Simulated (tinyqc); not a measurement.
Crystal pulling from the melt: segregation, interface stability, heat balance and point-defect regime: one step, computed by the program tinyqc. Command: `OMP_NUM_THREADS=1 python tinyqc.py 3003181 3003182 out.jsonl pull walk`. One thread of a shared host (Intel(R) Xeon(R) Processor @ 2.30GHz), about 0.01 s of CPU time with the checks.

A dilute solute; steady pulling with a flat interface unless it is found unstable.

Task: Concentration at the frozen fraction g. Axial profile: C_s = k_eff C0 (1 - g)^(k_eff - 1 + beta), where beta, the evaporation velocity times the free melt area over the volume growth rate, is taken constant; bulk melt C_L = C_s/k_eff. Usable fraction: the g at which C_s has changed by 30 % from its first value (0.99 at most).

Inputs (values chosen for the exercise, modelled on phosphorus in silicon): initial melt concentration C0 = 7.4e+17 1/cm^3; frozen fraction g = 0.52; evaporation number beta = 0.49.

Loss from the melt surface: evaporation.

k_eff = 0.4064665

Give: C_s; C_L; usable fraction.

Result:

C_s = 3.245e+17 1/cm^3

C_L = 7.984e+17 1/cm^3

usable fraction = 0.9207

C_s rises along the crystal, evaporation notwithstanding.
